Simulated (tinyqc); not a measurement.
Grain-boundary trapping model (Seto) of a polycrystalline semiconductor film: one step, computed by the program tinyqc.

Grains of equal size L are joined by thin boundaries with one trap level. Trapped carriers deplete a width W on each side and raise a barrier, crossed by thermionic emission. Dopants are fully ionised, statistics are non-degenerate and mu_g does not depend on T.

Task: Resistivity and effective mobility. Boundary: sigma_b = L e^2 n_0 exp(-e V_B/k_B T)/sqrt(2 pi m k_B T); rho = 1/sigma_b. Mean carrier density n_av = n_0 [(1 - 2W/L) + (2W/L) (sqrt(pi)/2) erf(y)/y], y = sqrt(e V_B/k_B T); effective mobility 1/(e n_av rho).

Inputs (values chosen for the exercise, modelled on polycrystalline silicon):
```
quantity            value    unit
effective mass m      0.3     m_0
grain size L           18      nm
doping N          3.4e+18  1/cm^3
temperature T         250       K
```

Grain interior: neglected.

depletion width W = 2.500000 nm

barrier V_B = 0.01643254 V

E_F = -0.03953087 eV

centre density n_0 = 3.40e+18 1/cm^3

Constants: k_B = 8.617333262e-05 eV/K; m_0 = 9.1093837015e-31 kg; k_B = 1.380649e-23 J/K; e = 1.602176634e-19 C.

Give: boundary resistivity; resistivity rho; mean carrier density; effective mobility.

Result:

boundary resistivity = 0.01051 ohm cm

resistivity rho = 0.01051 ohm cm

mean carrier density = 3.206e+18 1/cm^3

effective mobility = 185.3 cm^2/(V s)

Caution: E_F is within 2 k_B T of the band edge, so non-degenerate statistics fail, and tunnelling through so thin a barrier adds to the current. Caution: e V_B is below 2 k_B T, where the depletion approximation fails and the mean density does not balance the trapped charge. Caution: the barrier is below 2 k_B T, so scattering inside the grains, left out here, also limits the real mobility.
